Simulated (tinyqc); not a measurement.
## Pelgrom slope, floor and doping from two device sizes

Inverse problem. s^2 = A^2/(L W) + s0^2, with s0 independent of size and A = (q/Cox) sqrt(Na Wd/3) from random dopants alone, Cox = 3.9 eps0/ti. Find A, s0 and Na.

Parameters, values chosen for the exercise:
```
symbol  value  unit                                  meaning
ti        1.9    nm  oxide-equivalent thickness in inversion
```

Constants: q = 1.602176634e-19 C, eps0 = 8.8541878128e-14 F/cm where lengths are in cm. Results are converted to the units shown.

s for gate areas 0.001 and 0.0094 um^2 (mV): [23.7834794, 8.98692842]
Wd = 55.1222902 nm

Solution. s^2 is linear in 1/area: slope A^2, intercept s0^2.

A = 0.7366 mV um
s0 = 4.800 mV
Na = 3.800e17 cm^-3

tinyqc, about 0.01 s, one thread, Intel Xeon 2.30GHz (shared host): `OMP_NUM_THREADS=1 python tinyqc.py 2090109 2090110 out.jsonl`
